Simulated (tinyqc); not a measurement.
# Changing the aspect ratio a

Model: atomic layer deposition: Langmuir saturation, growth per cycle and coating of deep features. Computed by tinyqc, a small Python program. Command: `OMP_NUM_THREADS=1 python tinyqc.py 3026874 3026875 out.jsonl ald sweep`. One thread of a shared host (Intel(R) Xeon(R) Processor @ 2.30GHz), about 0.01 s of CPU time with the checks.

Precursor A sticks only on free sites, so a long enough pulse saturates; co-reactant B then frees the sites again.

Inputs (values chosen for the exercise, modelled on aluminium oxide from trimethylaluminium and water):
```
quantity                                 value    unit
precursor mass M                            72       u
site density q                             4.2  1/nm^2
sticking probability beta on free sites  0.027       -
precursor pressure p                      0.62      Pa
temperature T                              175       C
pulse time t                              0.29       s
desorption energy E_d                     1.59      eV
```

Feature: long trench.

Constants: u = 1.6605390666e-27 kg; k_B = 1.380649e-23 J/K; k_B = 8.617333262e-05 eV/K.

Method:
- Wall flux F = p/sqrt(2 pi M k_B T); rate of filling k_a = beta F/q; desorption k_d = 1e13 exp(-E_d/(k_B T)) per second. 1/m^2 = 1e-18/nm^2.
- Temperatures in kelvin are T(C) + 273.15.
- Diffusion-limited filling (Gordon) of a long trench of width w, hydraulic diameter 2w, so that a is replaced by a/2 in the hole formula: t = (q/F)(1 + 19a/8 + 3a^2/8). Reaction-limited filling needs ln(100)/k_a at any depth, k_a = beta F/q. Flow is molecular. The front picture holds when the modulus (a/2) sqrt(beta) is well above 1.
- Depth reached by the given pulse: solve the same formula for a. Exposure = p x diffusion-limited time; 1 langmuir = 1.33322e-4 Pa s.

One run for each value:
```
aspect ratio a  diffusion-limited time (s)  exposure (langmuir)     modulus
1                               1.7319e-03           8.0540e+00  8.2158e-02
2.2                             3.7132e-03           1.7268e+01  1.8075e-01
4.7                             9.4429e-03           4.3913e+01  3.8614e-01
10                              2.8750e-02           1.3370e+02  8.2158e-01
22                              1.0842e-01           5.0418e+02  1.8075e+00
49                              4.7004e-01           2.1859e+03  4.0258e+00
110                             2.2167e+00           1.0309e+04  9.0374e+00
230                             9.4145e+00           4.3781e+04  1.8896e+01
500                             4.3846e+01           2.0390e+05  4.1079e+01
```

Over the rows, diffusion-limited time (s) rises from 0.00173 to 43.8 (exponent d ln y / d ln x 0.97 between the first rows and 2.0 between the last); exposure (langmuir) rises from 8.05 to 204000 (exponent d ln y / d ln x 0.97 between the first rows and 2.0 between the last); modulus rises from 0.0822 to 41.1 (exponent d ln y / d ln x about 1.0 throughout). At the high end the exponent of diffusion-limited time is 1.98, close to 2: diffusion into a deep feature. The wall area to coat grows as a and the conductance to the front falls as 1/a, hence a^2 for deep features.

Caution (rows 1.00, 2.20, 4.70, 10.0, 22.0): the modulus is not well above 1 or the Gordon time is under three times ln(100)/k_a, so there is no sharp front: the Gordon time is only a lower bound and the reaction time must be met as well. Caution (rows 49.0, 110, 230, 500): for a long trench the a/2 rule ignores the ln(a)/a transmission of a slit, so times at large a are too long.
